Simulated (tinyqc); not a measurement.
## Programming of a floating-gate cell by Fowler-Nordheim tunnelling: effect of the coupling ratio

Per tunnel area the floating gate has Ctun = 3.9 eps0/tox to the channel (0 V) and Ccg to the control gate, Ct = Ctun/(1 - ag), no other coupling. With the threshold shift U = -Q/Ccg the field is F = ag (Vg - U)/tox, and dU/dt = J/Ccg. Fowler-Nordheim: J = A F^2 exp(-B/F), A = q^2/(16 pi^2 hbar mo phi) (times 1e14 for A/cm^2 with F in V/nm, emitter mass m0), B = (4/3) sqrt(mo/C) phi^1.5, C = hbar^2/(2 m0).

After 0.0006 s. Exact: exp(B/F(t)) = exp(B/F(0)) + K t, K = A B ag/(Ccg tox), and U = Vg - tox F/ag.

Values chosen for this exercise; oxide values close to those of silicon dioxide:
- phi = 3.02 eV (tunnel barrier)
- mo = 0.48 m0 (tunnelling mass)
- tox = 9.1 nm (tunnel oxide thickness)
- Vt0 = -2.6 V (threshold shift at the start)
- Vg = 13.1 V (control-gate voltage)

Constants: q = 1.602176634e-19 C, hbar = 1.054571817e-34 J s, m0 = 9.1093837015e-31 kg, eps0 = 8.8541878128e-14 F/cm where lengths are in cm, hbar^2/(2 m0) = 0.0380998212 eV nm^2. Results are converted to the units shown.

Result of one run:

| ag | F(0) (V/nm) | F (V/nm) | J (A/cm^2) | U (V) |
|---|---|---|---|---|
| 0.68 | 1.173 | 0.9656 | 6.680e-4 | 0.1785 |

What becomes of these results when the coupling ratio Ccg/Ct ag is changed from 0.68 to 0.42, all else the same?

Result of the changed run:

| ag | F(0) (V/nm) | F (V/nm) | J (A/cm^2) | U (V) |
|---|---|---|---|---|
| 0.42 | 0.7246 | 0.7246 | 7.253e-8 | -2.600 |

The whole series:

| ag | F(0) (V/nm) | F (V/nm) | J (A/cm^2) | U (V) |
|---|---|---|---|---|
| 0.42 | 0.7246 | 0.7246 | 7.253e-8 | -2.600 |
| 0.47 | 0.8109 | 0.8106 | 3.439e-6 | -2.594 |
| 0.52 | 0.8971 | 0.8910 | 6.617e-5 | -2.493 |
| 0.57 | 0.9834 | 0.9410 | 3.242e-4 | -1.923 |
| 0.63 | 1.087 | 0.9588 | 5.485e-4 | -0.7486 |
| 0.68 | 1.173 | 0.9656 | 6.680e-4 | 0.1785 |
| 0.73 | 1.259 | 0.9723 | 8.089e-4 | 0.9798 |
| 0.78 | 1.346 | 0.9802 | 0.001011 | 1.664 |

The starting field rises from 0.725 to 1.35 V/nm and U rises from -2.60 to 1.66 V. Between the last two rows 0.01 of coupling is worth 137 mV. In 2 of the 8 rows the starting field exceeds 12 MV/cm, where the oxide would wear out or break down quickly.

Range of the model: Programming fields of 10 MV/cm and more wear the oxide; trapping and the channel potential are ignored.

Program tinyqc, `OMP_NUM_THREADS=1 python tinyqc.py 2130068 2130069 out.jsonl`; Intel Xeon 2.30GHz, shared host, one thread, about 0.01 s.
